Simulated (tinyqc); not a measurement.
Hopping conduction between localised states: one step, computed by the program tinyqc. Command: `OMP_NUM_THREADS=1 python tinyqc.py 3023988 3023989 out.jsonl hop walk`. One thread of a shared host (Intel(R) Xeon(R) Processor @ 2.30GHz), about 0.01 s of CPU time with the checks.

Energies are counted from the Fermi level. A small network shows the mechanism; the laws of an infinite system follow.

Question. Variable-range laws. Mott: T_M = 21.2/(k_B g_0 xi^3), exponent (T_M/T)^(1/4), mean hop r = (3/8) xi times the exponent. Efros-Shklovskii: T_ES = 2.8 e^2/(4 pi eps eps_0 k_B xi), exponent (T_ES/T)^(1/2). Coulomb gap width g_0^(1/2) (e^2/(4 pi eps eps_0))^(3/2). The numerical coefficients come from percolation theory and are given.

Inputs (values chosen for the exercise, for a model impurity band):

| quantity | value | unit |
|---|---|---|
| localisation length xi | 1.4 | nm |
| density of states g_0 | 1.5e+20 | 1/(eV cm^3) |
| permittivity eps | 5.9 | - |
| temperature T | 200 | K |

Dimension: 3D.

Constants: k_B = 8.617333262e-05 eV/K; e^2/(4 pi eps_0) = 14.39964548 eV angstrom.

Give: T_M; T_ES; Mott exponent; Efros-Shklovskii exponent; mean hop by the Mott formula; Coulomb gap.

Answer.

T_M = 5.9771e+05 K

T_ES = 5664.4 K

Mott exponent = 7.3937

Efros-Shklovskii exponent = 5.3219

mean hop by the Mott formula = 3.8817 nm

Coulomb gap = 46.698 meV

The larger exponent, here Mott, is the one that limits; the two are equal at T = 53.7 K, below which the Coulomb gap rules.
